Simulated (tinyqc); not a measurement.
Inside a calculation. Method: sp3 tight binding, zinc-blende lattice. One step of it, computed by the program tinyqc.

Question. Levels at L. Diagonalise the Hermitian matrix.

H(k) at L (eV), lower triangle (Hermitian):
```
,a s,a px,a py,a pz,c s,c px,c py,c pz
a s,-15.900000
a px,0.000000,-7.400000
a py,0.000000,0.000000,-7.400000
a pz,0.000000,0.000000,0.000000,-7.400000
c s,-2.760050-2.760050i,2.029153+2.029153i,2.029153+2.029153i,2.029153+2.029153i,-15.900000
c px,-2.029153-2.029153i,0.522887+0.522887i,-2.210687-2.210687i,-2.210687-2.210687i,0.000000,-7.400000
c py,-2.029153-2.029153i,-2.210687-2.210687i,0.522887+0.522887i,-2.210687-2.210687i,0.000000,0.000000,-7.400000
c pz,-2.029153-2.029153i,-2.210687-2.210687i,-2.210687-2.210687i,0.522887+0.522887i,0.000000,0.000000,0.000000,-7.400000
```

Give: eigenvalues.

Answer.

eigenvalues (eV): -21.0898  -17.4465  -11.2659  -11.2659  -7.4635  -3.5341  -3.5341  -0.6002
